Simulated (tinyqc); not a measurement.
# Thin film between two gates, subbands and threshold shift from confinement: two studies

Undoped body with a flat potential across it, hard walls, transport along x. One isotropic valley (g = 1, mx = my = mz = me). Non-parabolicity enters the subband edges through E (1 + al E) = gamma, so E = 2 gamma/(1 + sqrt(1 + 4 al gamma)); motion within a subband is taken as parabolic with the band-edge mass. Energies are counted from the bulk band edge.

Values chosen for this exercise; masses close to those of GaAs:
```
symbol   value     unit                                                meaning
T          400        K                                            temperature
me      0.0678       m0                                  mass at the band edge
al        0.61     1/eV                                       non-parabolicity
t            7       nm                               film thickness (along z)
dl         0.3       nm  widening of the box by penetration into the insulator
Cg         2.3  uF/cm^2                 gate capacitance per area of interface
```

Constants: q = 1.602176634e-19 C, kB = 1.380649e-23 J/K, hbar = 1.054571817e-34 J s, m0 = 9.1093837015e-31 kg, Vt = kB T/q, hbar^2/(2 m0) = 0.0380998212 eV nm^2. Results are converted to the units shown.

Each table varies one quantity; the others keep the values above.

## Confinement against the film thickness

gamma = C (pi k/(t + dl))^2/mz, C = hbar^2/(2 m0). Each subband has N_k = g sqrt(mx my) m0 kB T/(pi hbar^2); without degeneracy n = exp(EF/Vt) sum N_k exp(-E_k/Vt). Classical value Nc times t, Nc = sum over valleys of 2 g (m m0 kB T/(2 pi hbar^2))^1.5 with m = (mx my mz)^(1/3). Threshold shift dVT = Vt ln(classical value/sum N_k exp(-E_k/Vt)). With degeneracy n = sum N_k F((EF - E_k)/Vt), F(x) = ln(1 + exp(x)); gate: Vg = EF + q n/(Cg P), P = 2 (both faces), summed over the 60 lowest subbands at most, with Vg counted from the value that would put EF at the bulk band edge of an empty body. The last two columns are for Vg = 0.6 V; sensitivity d(dVT)/dt by central differences between 0.99 and 1.01 times the value.

Results:

| t (nm) | E_1 (meV) | gap to the next edge (meV) | dVT (mV) | sensitivity (mV/nm) | n/P (cm^-2) | share of the lowest subband (%) |
|---|---|---|---|---|---|---|
| 3 | 407.8 | 775.4 | 354.0 | -194.6 | 1.385e12 | 100.0 |
| 3.8 | 281.6 | 582.6 | 235.9 | -110.7 | 2.272e12 | 100.0 |
| 4.8 | 191.0 | 428.1 | 153.3 | -60.65 | 2.917e12 | 99.97 |
| 7.7 | 82.51 | 211.4 | 61.06 | -15.31 | 3.983e12 | 85.38 |
| 9.8 | 52.68 | 141.7 | 39.06 | -7.001 | 4.558e12 | 71.42 |
| 12 | 35.87 | 99.57 | 27.91 | -3.643 | 4.967e12 | 62.21 |
| 16 | 20.62 | 59.01 | 18.34 | -1.571 | 5.519e12 | 50.06 |
| 20 | 13.35 | 38.82 | 13.65 | -0.8775 | 5.901e12 | 42.19 |

Estimate the missing row, t = 6.1 nm.

Computed row:

| t (nm) | E_1 (meV) | gap to the next edge (meV) | dVT (mV) | sensitivity (mV/nm) | n/P (cm^-2) | share of the lowest subband (%) |
|---|---|---|---|---|---|---|
| 6.1 | 125.8 | 303.5 | 96.35 | -31.05 | 3.414e12 | 98.09 |

With this row back in the table: As t grows from 3 to 20 nm, E_1 falls from 408 to 13.3 meV and dVT falls from 354 to 13.7 mV. E_1 goes as t^(-1.57) at the thin end (-2 for a parabolic band without penetration); a thickness error of 0.2 nm moves the threshold by 39 mV in the first row and 0.18 mV in the last. The charge per interface area rises from 1.38e12 to 5.90e12 cm^-2. For t = 3.8, 4.8, 6.1, 7.7, 9.8, 12, 16, 20 the charge in the last two columns would bend the potential across the body by some 30 mV or more, which is left out.

## Charge and subband filling against gate voltage

Same model as above.

Each subband has N_k = g sqrt(mx my) m0 kB T/(pi hbar^2). Cq = q dn/dEF.

Results:

| Vg (V) | EF - E_1 (eV) | n (cm^-2) | n/P (cm^-2) | share of the lowest subband (%) | Cq/(Cg P) | total C/(Cg P) |
|---|---|---|---|---|---|---|
| -0.05 | -0.1486 | 1.301e10 | 6.503e9 | 99.92 | 0.01306 | 0.01289 |
| 0.07 | -0.03796 | 2.804e11 | 1.402e11 | 99.91 | 0.2464 | 0.1977 |
| 0.2 | 0.04733 | 1.564e12 | 7.820e11 | 99.80 | 0.7902 | 0.4414 |
| 0.45 | 0.1749 | 5.078e12 | 2.539e12 | 97.69 | 1.092 | 0.5220 |
| 0.57 | 0.2293 | 6.964e12 | 3.482e12 | 93.26 | 1.362 | 0.5766 |
| 0.7 | 0.2804 | 9.227e12 | 4.613e12 | 86.08 | 1.708 | 0.6307 |
| 0.82 | 0.3232 | 1.144e13 | 5.722e12 | 79.99 | 1.879 | 0.6527 |
| 0.95 | 0.3677 | 1.390e13 | 6.949e12 | 74.94 | 1.948 | 0.6608 |

Estimate the missing row, Vg = 0.33 V.

Computed row:

| Vg (V) | EF - E_1 (eV) | n (cm^-2) | n/P (cm^-2) | share of the lowest subband (%) | Cq/(Cg P) | total C/(Cg P) |
|---|---|---|---|---|---|---|
| 0.33 | 0.1157 | 3.333e12 | 1.666e12 | 99.34 | 0.9753 | 0.4938 |

With this row back in the table: EF passes E_1 = 0.0982 eV at Vg = 0.122 V. The share of the lowest subband falls from 99.9 to 74.9 % and the total capacitance rises from 0.0129 to 0.661 of Cg P. Between the last two rows 34 % of the added gate voltage goes into raising EF. For Vg = 0.33, 0.45, 0.57, 0.7, 0.82, 0.95 the charge would bend the potential across the body by some 30 mV or more, which is left out.

Program tinyqc, `OMP_NUM_THREADS=1 python tinyqc.py 2350165 2350166 out.jsonl`; Intel Xeon 2.30GHz, shared host, one thread, about 0.04 s.
